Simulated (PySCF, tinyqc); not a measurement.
Inside a calculation. Method: coupled-perturbed Hartree-Fock on RHF in the sto-3g basis, for BeH+, spin multiplicity 1. The lowest restricted solution is unstable here: a spin-polarised one lies 0.0191 hartree lower (PySCF). One step of it, computed by the program tinyqc.

Problem. Response to a field: uncoupled start. Field along y; U_ai = -mu_ai / (e_a - e_i), alpha = -4 sum U_ai mu_ai.

orbital energies (hartree): MO1 -4.978692, MO2 -0.624019, MO3 -0.249525, MO4 -0.116709, MO5 -0.116709, MO6 0.052162

dipole integrals <a|y|i> (bohr):
```
,i1,i2
a3,0.000000,0.000000
a4,0.081409,0.520361
a5,0.121845,0.778823
a6,0.000000,0.000000
```

Give: uncoupled U; uncoupled polarisability.

Solution.

uncoupled U:
```
,i1,i2
a3,0.0000,0.0000
a4,-0.0167,-1.0257
a5,-0.0251,-1.5352
a6,0.0000,0.0000
```

uncoupled polarisability = 6.9353 bohr^3
